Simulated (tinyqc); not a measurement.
Cluster expansion of a binary alloy: correlations, fit, cross-validation and ground states. Inputs raised by 2 %, one at a time. Computed by tinyqc, a small Python program. Command: `OMP_NUM_THREADS=1 python tinyqc.py 3015854 3015855 out.jsonl clex sens`. One thread of a shared host (Intel(R) Xeon(R) Processor @ 2.30GHz), about 0.2 s of CPU time with the checks.

s = +1 for A and -1 for B. Energy per site E = J0 + J1 P(point) + sum over clusters of m V P, with P the mean product of spins; V > 0 on a pair favours unlike neighbours. Clusters per site m: pair 1 6, pair 2 3, pair 3 12, triplet 8; the triplet is the triangle of first neighbours. Formation energies are counted from the line between pure A and pure B, which removes J0 and J1.

Inputs (values chosen for the exercise, for a model alloy):

| quantity | value | unit |
|---|---|---|
| first-pair interaction V1 | 4.69 | meV |
| second-pair interaction V2 | -1.7 | meV |
| third-pair interaction V3 | 0.7 | meV |
| triplet interaction Vt | -0.77 | meV |
| noise amplitude | 0.8 | meV/site |
| temperature T | 330 | K |
| fraction x of B | 0.48 | - |

Lattice: fcc.

correlations P, counted on periodic cells:
```
                       point     pair 1     pair 2     pair 3    triplet
A                   1.000000   1.000000   1.000000   1.000000   1.000000
A3B L1_2            0.500000   0.000000   1.000000   0.000000  -0.500000
A3B D0_22           0.500000   0.000000   0.666667   0.333333  -0.500000
A3B (001) layers    0.500000   0.333333   0.666667   0.000000   0.500000
A2B (001) layers    0.333333   0.111111   0.555556  -0.333333   0.333333
AB L1_0             0.000000  -0.333333   1.000000  -0.333333   0.000000
AB L1_1             0.000000   0.000000  -1.000000   0.000000   0.000000
A2B2 (001) layers   0.000000   0.333333   0.333333  -0.333333   0.000000
AB2 (001) layers   -0.333333   0.111111   0.555556  -0.333333  -0.333333
AB3 L1_2           -0.500000   0.000000   1.000000   0.000000   0.500000
AB3 D0_22          -0.500000   0.000000   0.666667   0.333333   0.500000
AB3 (001) layers   -0.500000   0.333333   0.666667   0.000000  -0.500000
B                  -1.000000   1.000000   1.000000   1.000000  -1.000000
```

standard normal numbers for the noise (0 for the pure ends): A 0.000, A3B L1_2 -0.675, A3B D0_22 0.080, A3B (001) layers -0.263, A2B (001) layers 0.944, AB L1_0 0.708, AB L1_1 -0.400, A2B2 (001) layers -1.556, AB2 (001) layers -1.754, AB3 L1_2 0.016, AB3 D0_22 1.448, AB3 (001) layers 0.114, B 0.000

Constants: k_B = 8.617333262e-05 eV/K.

Method:
- Design matrix of formation energies: m (P - 1) for pairs and m (P(triplet) - P(point)) for the triplet; x = (1 - P(point))/2.
- Exact: X V with V = (V1, V2, V3, Vt). The data to fit add the noise amplitude times the normal numbers, standing for what the clusters leave out.
- Leave out pair 3: A = X^T X and b = X^T E (E being the data with noise) over these three columns; solve A V = b. The root-mean-square error runs over the structures between the pure ends.
- Random alloy: P(pair) = p^2, P(triplet) = p^3, p = 1 - 2x, so H_mix = (p^2 - 1) sum m V(pairs) + (p^3 - p) m Vt; G_mix = H_mix + k_B T [x ln x + (1 - x) ln(1 - x)]. To first order in 1/T the Warren-Cowley parameter of shell 1 is alpha_1 = -(1 - p^2) V_eff/(k_B T), V_eff = V1 + (number of triplets on a first-neighbour bond) p Vt, that number being 4.

Runs:

| input moved | from | to | mixing enthalpy H_mix (meV/site) | mixing free energy G_mix (meV/site) | alpha_1 | root-mean-square error of the three-cluster fit (meV/site) |
|---|---|---|---|---|---|---|
| base run | - | - | -31.14 | -50.83 | -0.1603 | 3.138 |
| first-pair interaction V1 (meV) | 4.69 | 4.7838 | -31.71 | -51.39 | -0.1636 | 3.138 |
| second-pair interaction V2 (meV) | -1.7 | -1.734 | -31.04 | -50.73 | -0.1603 | 3.138 |
| third-pair interaction V3 (meV) | 0.7 | 0.714 | -31.31 | -51.00 | -0.1603 | 3.191 |
| triplet interaction Vt (meV) | -0.77 | -0.7854 | -31.14 | -50.83 | -0.1602 | 3.138 |
| noise amplitude (meV/site) | 0.8 | 0.816 | -31.14 | -50.83 | -0.1603 | 3.148 |
| fraction x of B | 0.48 | 0.4896 | -31.30 | -51.00 | -0.1626 | 3.138 |
| temperature T (K) | 330 | 336.6 | -31.14 | -51.23 | -0.1572 | 3.138 |

Exponents ln(y'/y) / ln(x'/x):

| input | mixing enthalpy H_mix | mixing free energy G_mix | alpha_1 | root-mean-square error of the three-cluster fit |
|---|---|---|---|---|
| first-pair interaction V1 | 0.903 | 0.555 | 1.027 | 0.000 |
| second-pair interaction V2 | -0.165 | -0.101 | 0.000 | 0.000 |
| third-pair interaction V3 | 0.271 | 0.166 | 0.000 | 0.847 |
| triplet interaction Vt | -0.008 | -0.005 | -0.027 | 0.000 |
| noise amplitude | 0.000 | 0.000 | 0.000 | 0.156 |
| fraction x of B | 0.250 | 0.170 | 0.709 | 0.000 |
| temperature T | 0.000 | 0.390 | -1.000 | 0.000 |

Which inputs matter most for each result?

Among the inputs moved here: mixing enthalpy H_mix answers most in size to first-pair interaction V1 (exponent +0.903), next to third-pair interaction V3 (+0.271); its exponent is below 0.0005 for noise amplitude, temperature T. mixing free energy G_mix answers most in size to first-pair interaction V1 (exponent +0.555), next to temperature T (+0.390); its exponent is below 0.0005 for noise amplitude. alpha_1 answers most in size to first-pair interaction V1 (exponent +1.027), next to temperature T (-1.000); its exponent is below 0.0005 for second-pair interaction V2, third-pair interaction V3, noise amplitude. Its exponent -1.000 in temperature T: first order in 1/T. root-mean-square error of the three-cluster fit answers most in size to third-pair interaction V3 (exponent +0.847), next to noise amplitude (+0.156); its exponent is below 0.0005 for first-pair interaction V1, second-pair interaction V2, triplet interaction Vt, fraction x of B, temperature T.

Caution (all rows): so large an alpha_1 is beyond the first-order expansion.
